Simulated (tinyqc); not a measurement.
From results back to parameters: hole subbands of a hard-walled well, four-band Luttinger model. Two cases, with inputs chosen for the exercise.

Problem. At k = 0 in a hard-walled well HHn = c (g1 - 2 g2)(n pi/L)^2 - Z0 and LHn = c (g1 + 2 g2)(n pi/L)^2 + Z0, c = hbar^2/2m0. Two spacings were computed from hidden g1 and g2.

Constants: hbar^2/2m0 = 3.80998211 eV angstrom^2.

Case 1.

Values chosen (out of a larger set: near those of GaSb; not measured data): L = 185 angstrom (well width along [001]); Z0 = 0.0316 eV (shear strain energy).

HH2 - HH1 = 13.250 meV
LH1 - HH1 = 83.812 meV

Case 2.

Values chosen (out of a larger set: near those of GaSb; not measured data): L = 55 angstrom (well width along [001]); Z0 = -0.0346 eV (shear strain energy).

HH2 - HH1 = 148.796 meV
LH1 - HH1 = 164.498 meV

Find: u = c (pi/L)^2; g2; g1.
Solution. HH2 - HH1 = 3u (g1 - 2 g2) and LH1 - HH1 = 4 u g2 + 2 Z0.

Case 1.

u = c (pi/L)^2 = 1.099 meV
g2 = 4.69
g1 = 13.40

Case 2.

u = c (pi/L)^2 = 12.431 meV
g2 = 4.70
g1 = 13.39

Computed by tinyqc, one run a case: `OMP_NUM_THREADS=1 python tinyqc.py N N+1 out.jsonl` with N = 1252548, 1252572; one thread of a shared Intel(R) Xeon(R) Processor @ 2.30GHz, about 0.2 s a run at most.
